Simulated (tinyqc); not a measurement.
# Weibull slope from two areas

Question. Oxide breakdown times follow a Weibull law, F = 1 - exp(-(t/t63)^beta). For defects spread at random t63 goes as A^(-1/beta). Find beta and the time at which the share Fp of the area-A2 devices has failed, t63(A2) (-ln(1 - Fp))^(1/beta).

Parameters, values chosen for the exercise: area of a test capacitor A1 = 3.6 um^2; gate area of the product A2 = 6.8e6 um^2; allowed share of failed products Fp = 1e-6.

t63 at the areas A1 and A2 (s): [180, 2.2562737]

Answer. beta = ln(A2/A1)/ln(t63(A1)/t63(A2)).

beta = 3.300
time to Fp = 0.03429 s

Program tinyqc, `OMP_NUM_THREADS=1 python tinyqc.py 2070057 2070058 out.jsonl`; Intel Xeon 2.30GHz, shared host, one thread, about 0.01 s.
